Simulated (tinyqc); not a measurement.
# Random telegraph noise from one oxide trap in a small MOSFET, step by step

Program tinyqc, `OMP_NUM_THREADS=1 python tinyqc.py 2710061 2710062 out.jsonl`; Intel Xeon 2.30GHz, shared host, one thread, about 0.01 s. Printed values are rounded.

An acceptor-like trap exchanges electrons with the channel. Inversion charge Q = Cox u, u = n Vt W0(exp((Vg - VT)/(n Vt))), W0 the Lambert function, n = nf, Cox = eps0 eox/tox; linear regime Id = (W/L) mu Q Vd. Relative to threshold the surface potential rises by Vt ln(u/u0) and the oxide voltage by the rest of Vg - VT, with u0 = n Vt W0(1).

Values chosen for this exercise; values of the order met in silicon transistors:

| symbol | value | unit | meaning |
|---|---|---|---|
| T | 300 | K | temperature |
| eox | 3.9 |  | relative permittivity of the gate insulator (close to silicon dioxide) |
| tox | 3.9 | nm | insulator thickness |
| xt | 1.8 | nm | depth of the trap from the channel interface |
| E0 | 0.13 | eV | trap level above the channel Fermi level at threshold |
| s0 | 4e-15 | cm^2 | capture prefactor |
| EB | 0.3 | eV | capture barrier (lattice relaxation) |
| lt | 0.19 | nm | tunnelling decay length |
| vth | 1.3e7 | cm/s | thermal velocity |
| zi | 2.7 | nm | thickness of the inversion layer |
| VT | 0.53 | V | threshold voltage |
| nf | 1.2 |  | body factor |
| W | 140 | nm | gate width |
| L | 20 | nm | gate length |
| mu | 140 | cm^2/(V s) | mobility |
| asc | 1.9e-16 | V s | scattering coefficient of the charged trap |
| Vd | 0.1 | V | drain voltage |
| Vg | 0.72 | V | gate voltage |

Constants: q = 1.602176634e-19 C, kB = 1.380649e-23 J/K, Vt = kB T/q, eps0 = 8.8541878128e-14 F/cm where lengths are in cm. Results are converted to the units shown.

Range of the model: VT is taken as given; short-channel effects and the uneven flow of current among few electrons are left out.

## Trap level, time constants and occupancy

N = Cox u/q; dpsi = Vt ln(u/u0); E = E0 - dpsi - (xt/tox)(Vg - VT - dpsi); capture time tc = 1/[(N/zi) vth s0 exp(-xt/lt - EB/Vt)]; emission time te = tc exp(-E/Vt); occupancy te/(tc + te).

u = 0.142666 V
N = 7.88423e11 cm^-2
dpsi = 0.0541067 V
E = 0.0131733 eV
tc = 0.00939179 s
te = 0.00564217 s
occupancy = 0.375295

The trap lies 0.51 Vt above the Fermi level, so it is empty most of the time.

## Step height

A = W L; threshold step dV = q (1 - xt/tox)/(Cox A); gm/Id = 1/(u + n Vt); relative step dI/I = (gm/Id) dV + asc mu/A. Id as defined.

electrons in the channel N A = 22.0758
dV = 3.47983 mV
gm/Id = 5.75743 1/V
number part of dI/I = 2.00349 %
dI/I = 2.09849 %
Id = 12.3793 uA
dI = 259.778 nA

## Lorentzian spectrum

Spectrum S(f) = 4 dI^2/{(tc + te)[(1/tc + 1/te)^2 + (2 pi f)^2]}; corner fc = (1/tc + 1/te)/(2 pi); variance dI^2 tc te/(tc + te)^2. Give S at f = 0, at fc and at 10 fc.

fc = 45.1543 Hz
S(0) = 2.23066e-16 A^2/Hz
S(fc) = 1.11533e-16 A^2/Hz
S(10 fc) = 2.20858e-18 A^2/Hz
rms current = 125.784 nA

The rms value is 0.484 of the step; it reaches its largest share, 1/2, when tc = te.
